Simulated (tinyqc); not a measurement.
Inside a calculation: shallow donor in an anisotropic valley (effective-mass theory). Values are carried at full precision from step to step, so a last printed digit may differ when a step is redone from the rounded ones.

Constants: Ry = 13.60569312 eV; a0 (Bohr radius) = 0.5291772105 angstrom; hbar^2/2m0 = 3.80998211 eV angstrom^2; e^2/(4 pi eps0) = 14.39964547 eV angstrom.

Inputs chosen for the exercise (near those of Ge; shifted at random, so the results belong to these values and not to a real crystal): ml = 1.632 m0 (longitudinal mass); mt = 0.082 m0 (transverse mass); eps = 15.1 (dielectric constant); a = 63.4 angstrom (trial radius across the axis); b = 21.2 angstrom (trial radius along the axis).

## Hydrogen-like estimates

Ry* = Ry m/eps^2 and a* = a0 eps/m for four choices of one mass: mt, the conductivity mass 3/(1/ml + 2/mt), the density-of-states mass (ml mt^2)^(1/3), and ml.

Estimates:
```
mass,m (m0),Ry* (meV),a* (angstrom)
mt,0.0820,4.89,97.45
conductivity,0.1200,7.16,66.60
density of states,0.2222,13.26,35.96
ml,1.6320,97.38,4.90
```

## Energy of one trial function

One valley: H = -c [(d2/dx2 + d2/dy2)/mt + (d2/dz2)/ml] - q/(eps r), c = hbar^2/2m0, q = e^2/(4 pi eps0). Trial function exp(-sqrt((x^2 + y^2)/a^2 + z^2/b^2)) with a > b: T = (c/3)(2/(mt a^2) + 1/(ml b^2)), V = -(q/eps) atan(u/b)/u, u = sqrt(a^2 - b^2). The central cell of the impurity is left out.

Evaluate T, V and E. Scaling both radii by f changes T to T/f^2 and V to V/f, so the best factor is f = -2T/V, with energy -V^2/(4T).

T = 9.438 meV
V = -19.628 meV
E = -10.191 meV
best scale factor = 0.9616
energy after scaling = -10.206 meV

The virial ratio -V/T is 2.080; it is 2 at the best scale. Scaling gains 0.015 meV.

## Scan over the shape

For each ratio b/a = 0.2, 0.3, ..., 0.9 the best scale follows from a = -2 T1/V1, with T1 and V1 taken at a = 1 angstrom.

Scan:
```
b/a,a (angstrom),b (angstrom),E (meV)
0.2,75.67,15.13,-8.807
0.3,62.61,18.78,-10.108
0.4,59.42,23.77,-10.149
0.5,59.12,29.56,-9.752
0.6,59.96,35.97,-9.218
0.7,61.32,42.92,-8.661
0.8,62.95,50.36,-8.124
0.9,64.73,58.26,-7.622
```

The best listed ratio is 0.4; (mt/ml)^(1/2) = 0.22 and (mt/ml)^(1/3) = 0.37 are common guesses.

## The minimum

Minimise over a and b. The Mott estimate n_c = (0.25/a_m)^3 uses a_m = (a^2 b)^(1/3); 1/angstrom^3 = 1e24/cm^3.

a = 60.40 angstrom
b = 21.23 angstrom
E = -10.216 meV
a_m = 42.63 angstrom
n_c = 0.202 x 1e18/cm^3

b/a = 0.352. The binding energy is 2.088 times Ry*(mt). The central cell of a real donor shrinks the orbit and raises n_c.

## Checks

- Energy from 21 anisotropic Gaussians against the two-parameter function, meV: -10.28 against -10.22.

tinyqc: `OMP_NUM_THREADS=1 python tinyqc.py 1251836 1251837 out.jsonl`; about 0.01 s, one thread, shared Intel(R) Xeon(R) Processor @ 2.30GHz.
